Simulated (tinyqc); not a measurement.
Worked calculation: plane-wave Kohn-Sham cycle with exchange-only LDA in a layered model solid. One step of it, computed by the program tinyqc.

Problem. Iteration 2: Hamiltonian at one k. H(m,m') = (k + G_m)^2/2 delta + V(G_m - G_m'), with V(-G) = V(G).

A solid whose potential varies along x alone (atomic units):
```
parameter                      value
period a                    4.600000
cross-section of the cell  16.000000
electrons per cell                 4
grid points                       16
plane waves -n..n, n               3
k points                           3
V1 in V1 cos(2 pi x/a)     -0.410000
```

V(G_m), m = 0, 1, 2, ... (hartree): [-0.370225, -0.169687, 0.003756, -0.000113, 0.000335, 0.000004, 0.000018]

k = 0.000000 2 pi / a

Give: H.

Solution.

H (hartree), order -3, -2, -1, +0, +1, +2, +3:
```
[[8.0255, -0.1697, 0.0038, -0.0001, 0.0003, 0.0000, 0.0000],
 [-0.1697, 3.3612, -0.1697, 0.0038, -0.0001, 0.0003, 0.0000],
 [0.0038, -0.1697, 0.5626, -0.1697, 0.0038, -0.0001, 0.0003],
 [-0.0001, 0.0038, -0.1697, -0.3702, -0.1697, 0.0038, -0.0001],
 [0.0003, -0.0001, 0.0038, -0.1697, 0.5626, -0.1697, 0.0038],
 [0.0000, 0.0003, -0.0001, 0.0038, -0.1697, 3.3612, -0.1697],
 [0.0000, 0.0000, 0.0003, -0.0001, 0.0038, -0.1697, 8.0255]]
```
